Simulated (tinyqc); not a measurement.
Adsorption as a lattice gas: isotherms with interactions, competition, desorption peaks and saturation dose: one step, computed by the program tinyqc.

One adsorbate per site; a molecule needs 1 empty site. Gas and surface have the same temperature.

Task: Dose to saturate, flat and in a hole. Without desorption or interaction, 99 % coverage needs the time (N_s/(s0 F)) ln 100. For a round hole of aspect ratio a in molecular flow with unit sticking (Gordon), the time is N_s/F x [1 + (19/4) a + (3/2) a^2]. The larger of the two times is a rough guide.

Inputs (values chosen for the exercise, for a model surface):

| quantity | value | unit |
|---|---|---|
| desorption energy E | 1.69 | eV |
| prefactor nu | 1.1e+12 | 1/s |
| site density N_s | 15 | 1/nm^2 |
| sticking coefficient s0 | 0.0076 | - |
| temperature T | 549 | K |
| aspect ratio a (depth over diameter) of a hole | 40 | - |

Adsorption: molecular (first order).

flux F = 0.6988774 1/(nm^2 s)

Give: time on a flat surface; time for the hole.

Result:

time on a flat surface = 13005 s

time for the hole = 55611 s

The hole is limited by transport: for deep holes the dose grows as a^2. Caution: with k_d = nu exp(-E/(k_B T)) of these inputs desorption is not negligible over the time on a flat surface, so without interaction 99 % coverage is not reached.
